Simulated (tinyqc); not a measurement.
# Esaki diode in forward bias, two-band WKB, step by step

Computed by the program tinyqc: `OMP_NUM_THREADS=1 python tinyqc.py 2620008 2620009 out.jsonl`, one thread of a shared Intel Xeon 2.30GHz, about 0.01 s for the whole run. Printed values are rounded.

Abrupt p-n junction, depletion approximation. Energies E are counted from the conduction-band edge of the neutral n side; its Fermi level lies at dn, that of the p side at dn - V, and the valence-band edge of the neutral p side at Em = dn + dp - V. Tunnelling needs 0 < E < Em. Two-band dispersion with equal masses m: inside the gap kappa = sqrt(m u (1 - u/Eg)/C), u the distance from a band edge, C = hbar^2/(2 m0).

Values chosen for this exercise; band and dielectric values close to those of germanium:
- T = 350 K (temperature)
- Eg = 0.663 eV (band gap)
- eps_r = 16.1 (relative permittivity)
- Nc = 1.31e19 cm^-3 (conduction-band density of states at 350 K)
- Nv = 7.59e18 cm^-3 (valence-band density of states at 350 K)
- m = 0.042 m0 (band-edge mass of the two-band model)
- Na = 8e19 cm^-3 (acceptor density)
- Nd = 1.1e19 cm^-3 (donor density)
- V = 0.086 V (bias of the p side)
- nE = 13 (points of the energy grid)

Constants: q = 1.602176634e-19 C, kB = 1.380649e-23 J/K, hbar = 1.054571817e-34 J s, h = 6.62607015e-34 J s, m0 = 9.1093837015e-31 kg, Vt = kB T/q, eps0 = 8.8541878128e-14 F/cm where lengths are in cm, hbar^2/(2 m0) = 0.0380998212 eV nm^2. Results are converted to the units shown.

Range of the model: The two-band model describes a direct gap; phonon-assisted tunnelling across an indirect gap is left out. Parabolic densities of states, no band tails and no gap narrowing, all of which matter at such doping.

## Fermi levels and built-in voltage

Nd = Nc F12(dn/Vt), Na = Nv F12(dp/Vt), F12(x) = (2/sqrt(pi)) int_0^infinity sqrt(u)/(1 + exp(u - x)) du; dn = EF - Ec on the n side, dp = Ev - EF on the p side (negative outside the bands); Vbi = Eg + dn + dp.

dn = 0.00358174 eV
dp = 0.170786 eV
Vbi = 0.837368 V

Boltzmann statistics would give dn = -0.00527 eV and dp = 0.0710 eV. At zero bias the bands of the two sides overlap by dn + dp.

## Width, field and exponent

W = sqrt(2 eps0 eps_r (Vbi - V)(1/Na + 1/Nd)/q), mean field F = (Vbi - V)/W, peak field 2 F. In a uniform field F the exponent is S = pi sqrt(m/C) Eg^1.5/(4 F). Transverse energy Et = C kt^2/m raises it to S (1 + 4 Et/Eg), so T = exp(-S) exp(-Et/Eb) with Eb = Eg/(4 S). KJ = (2 q^2/h) m/(4 pi C) (times 1e14 for A/cm^2 per eV^2).

W = 11.7585 nm
mean field = 0.638999 MV/cm
S = 6.96664
exp(-S) = 9.42813e-4
Eb = 23.7919 meV
tunnelling length Eg/F = 10.3756 nm

## Current density on a coarse grid

J = KJ exp(-S) Eb times the integral from 0 to Em of [f(E - dn) - f(E - dn + V)] [1 - exp(-min(E, Em - E)/Eb)] dE, f(x) = 1/(1 + exp(x/Vt)), with S and Eb from the mean field; J > 0 flows from p to n. KJ = (2 q^2/h) m/(4 pi C) (times 1e14 for A/cm^2 per eV^2). Simpson's rule on nE equally spaced points from 0 to Em.

```
point	E (eV)	difference of the f	transverse factor
0	0.0000000	0.468579	0.000000
1	0.0073640	0.420205	0.266198
2	0.0147280	0.370262	0.461535
3	0.0220920	0.320890	0.604873
4	0.0294560	0.273873	0.710055
5	0.0368199	0.230531	0.787238
6	0.0441839	0.191684	0.843875
7	0.0515479	0.157696	0.787238
8	0.0589119	0.128561	0.710055
9	0.0662759	0.104013	0.604873
10	0.0736399	0.083621	0.461535
11	0.0810039	0.066879	0.266198
12	0.0883679	0.053263	0.000000
```

integral = 0.0100228 eV
KJ = 6.79691e8 A/(cm^2 eV^2)
J = 152.812 A/cm^2

A converged quadrature gives 152.8 A/cm^2; this grid is within 0.01 % of that in size.
